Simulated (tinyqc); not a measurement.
## Channel resistance from two points of the on-state curve

Inverse problem. In the p-i-n model Von = V1 + 2 Vt ln(J/(1 A/cm^2)) + J Rch, with V1 independent of J. Find Rch and V1.

Inputs (values chosen for the exercise):
- T = 400 K (temperature)

Constants: q = 1.602176634e-19 C, kB = 1.380649e-23 J/K, Vt = kB T/q. Results are converted to the units shown.

Von at J = 250 and 750 A/cm^2 (V): [1.1886242, 1.6843611]

Solution. Remove the logarithmic junction term; the rest is linear in J.

Rch = 0.8400 mohm cm^2
V1 = 0.5980 V

tinyqc, about 0.01 s, one thread, Intel Xeon 2.30GHz (shared host): `OMP_NUM_THREADS=1 python tinyqc.py 2590153 2590154 out.jsonl`
